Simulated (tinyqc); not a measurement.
Permittivity and interface capacitance from two thicknesses.

Problem. 1/C = t/(eps0 ek) + 2/ci for planar capacitors that differ only in thickness. Find ek, ci and the EOT of the interfaces, 2 x 3.9 eps0/ci.

Constants: eps0 = 8.8541878128e-14 F/cm where lengths are in cm. Results are converted to the units shown.

C at t = 13 and 38 nm (uF/cm^2): [0.59191811, 0.20325211]

Solution. 1/C is a straight line in t: the slope gives ek and the intercept 2/ci. A single thickness would give only the effective permittivity; when the interfaces are a small part of 1/C, ci needs very accurate data.

ek = 8.740
ci = 210.0 uF/cm^2
EOT of the interfaces = 0.03289 nm

Computed by the program tinyqc: `OMP_NUM_THREADS=1 python tinyqc.py 2102020 2102021 out.jsonl`, one thread of a shared Intel Xeon 2.30GHz, about 0.01 s for the whole run.
